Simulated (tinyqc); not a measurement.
MOS capacitor on a p-type substrate, surface potential from the exact charge relation: one step of the calculation.

Uniform p-type substrate, Boltzmann statistics, full ionisation, classical densities. psi is the surface potential against the body (positive when the bands bend down) and u = psi/Vt. Traps are spread evenly over the gap and neutral at flat band, so their charge is -q Dit psi; the minority quasi-Fermi level is shifted by Vb.

Problem. Newton step for the surface potential. u = psi/Vt; F^2 = exp(-u) + u - 1 + r (exp(u) - u - 1); Qs = -sign(u) Q0 F; Cs = -dQs/dpsi = (Q0/Vt) |1 - exp(-u) + r (exp(u) - 1)|/(2 F). f = Vfb + psi + (q Dit psi - Qs)/Cox - Vg, f' = 1 + (Cs + q Dit)/Cox, psi(new) = psi - f/f'.

Values chosen for this exercise; band and dielectric values close to those of silicon:
- T = 300 K (temperature)
- Dit = 0 cm^-2 eV^-1 (density of interface traps)
- Vg = -0.09 V (gate voltage against the body)

Constants: q = 1.602176634e-19 C, kB = 1.380649e-23 J/K, Vt = kB T/q. Results are converted to the units shown.

psi after iteration 1 = 0.44633099 V
Cox = 0.28333401 uF/cm^2
Vfb = -0.67709941 V
Q0 = 9.7985419 nC/cm^2
r = 1.3702352e-12

Wanted: u; F; Qs; Cs; f; f'; psi after iteration 2.

Solution.

u = 17.26
F = 4.033
Qs = -39.52 nC/cm^2
Cs = 0.04699 uF/cm^2
f = -0.001296 V
f' = 1.166
psi after iteration 2 = 0.4474 V

tinyqc, about 0.01 s, one thread, Intel Xeon 2.30GHz (shared host): `OMP_NUM_THREADS=1 python tinyqc.py 2060145 2060146 out.jsonl`
